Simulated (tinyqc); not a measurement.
Hubbard chain of 4 sites, step by step. Computed by tinyqc, a small Python program that keeps every step. Settings: hopping = 0.77, U = 9.7, mixing = 0.2, iteration cap = 81. Command: `OMP_NUM_THREADS=1 python tinyqc.py 28418 28419 out.jsonl` (the two numbers bound the seeds that draw the settings). One thread of a shared host (Intel(R) Xeon(R) Processor @ 2.60GHz), about 0.2 s of CPU time with the checks. Later iterations appear only in the table of the cycle.

## Mean-field iteration 1

one-body matrix (hopping and site energies) (eV), order 1, 2, 3, 4:
```
[[0.120000, -0.770000, 0.000000, 0.000000],
 [-0.770000, 0.120000, -0.770000, 0.000000],
 [0.000000, -0.770000, 0.710000, -0.770000],
 [0.000000, 0.000000, -0.770000, 0.760000]]
```

U = 9.700000 eV

electrons, up and down: [2, 2]

mixing = 0.200000

n(up) at the start (a guess, not normalised): [0.800000, 0.200000, 0.800000, 0.200000]

n(down) at the start (a guess): [0.200000, 0.800000, 0.200000, 0.800000]

H(up) = T + U n(down), H(down) = T + U n(up); fill the lowest levels; n(new) = n + mixing (n(out) - n); E = tr T (rho up + rho down) + U sum n_up n_down of the output.

levels, up (eV): [1.940969, 2.465829, 8.066863, 8.636338]

levels, down (eV): [1.861041, 2.612160, 7.966323, 8.670476]

energy = 1.463105 eV

n(up) after iteration 1: [0.836842, 0.166839, 0.833211, 0.163108]

n(down) after iteration 1: [0.163196, 0.834278, 0.165774, 0.836751]

## Mean-field iteration 2

As before.

levels, up (eV): [1.598700, 2.149639, 8.382859, 8.978801]

levels, down (eV): [1.558046, 2.262881, 8.315315, 8.973757]

energy = 1.409918 eV

n(up) after iteration 2: [0.866899, 0.139037, 0.861039, 0.133025]

n(down) after iteration 2: [0.133163, 0.862682, 0.137397, 0.866758]

## Convergence

Each step fills the lowest levels of T + U n(other spin) and sets n(new) = n + mixing (n(out) - n); stop when output and input agree to 1e-8.

Course of the cycle:
```
iteration      E (eV)  largest |n(out) - n(in)|  mean |n_up - n_down|
1          1.46310483                  1.84e-01              0.952707
2          1.40991838                  1.50e-01              0.961280
3          1.38195896                  1.22e-01              0.966758
4          1.36655521                  9.89e-02              0.970446
5          1.35775368                  8.00e-02              0.973030
6          1.35258048                  6.46e-02              0.974897
7          1.34947236                  5.22e-02              0.976278
8          1.34757264                  4.23e-02              0.977319
9          1.34639575                  3.44e-02              0.978114
10         1.34565886                  2.80e-02              0.978729
11         1.34519355                  2.27e-02              0.979208
...               ...                       ...                   ...
71         1.34436550                  7.34e-08              0.981071
72         1.34436550                  5.94e-08              0.981071
73         1.34436550                  4.81e-08              0.981071
74         1.34436550                  3.89e-08              0.981071
75         1.34436550                  3.15e-08              0.981071
76         1.34436550                  2.55e-08              0.981071
77         1.34436550                  2.06e-08              0.981071
78         1.34436550                  1.67e-08              0.981071
79         1.34436550                  1.35e-08              0.981071
80         1.34436550                  1.09e-08              0.981071
81         1.34436550                  8.85e-09              0.981071
```

local moments n_up - n_down: [0.987397, -0.974745, 0.974744, -0.987396]

Converged in 81 iterations. Before convergence this energy mixes input and output and is not variational, so it may rise towards its limit.

## Exact diagonalisation (36 states)

Lowest levels of the sector, and the double occupancy of the lowest state.

lowest levels (eV): [1.144846, 1.301717, 1.469960, 1.555571, 1.638740, 1.710000]

double occupancy per site = 0.013908

The mean-field solution above lies 0.1995 eV above the exact energy.

## The lowest level by Lanczos steps

From a random start vector (not printed): a_j = <q_j|H|q_j>, b_j = norm of the remainder after orthogonalising; the Ritz value is the lowest eigenvalue of the tridiagonal matrix of a and b so far.

Lanczos:
```
j    a_j (eV)  b_j (eV)  lowest Ritz value (eV)
1    6.508319  5.606107              6.50831901
2    9.531867  5.918119              2.21372587
3   16.920105  3.092958              1.28056410
4   11.286689  2.993545              1.21753226
5    8.330593  7.593999              1.20797144
6   14.001448  5.310097              1.18310801
7   13.997183  1.902373              1.14766933
8   16.987176  4.697979              1.14617875
9   12.707364  4.615934              1.14596511
10   5.104982  4.597257              1.14572211
```
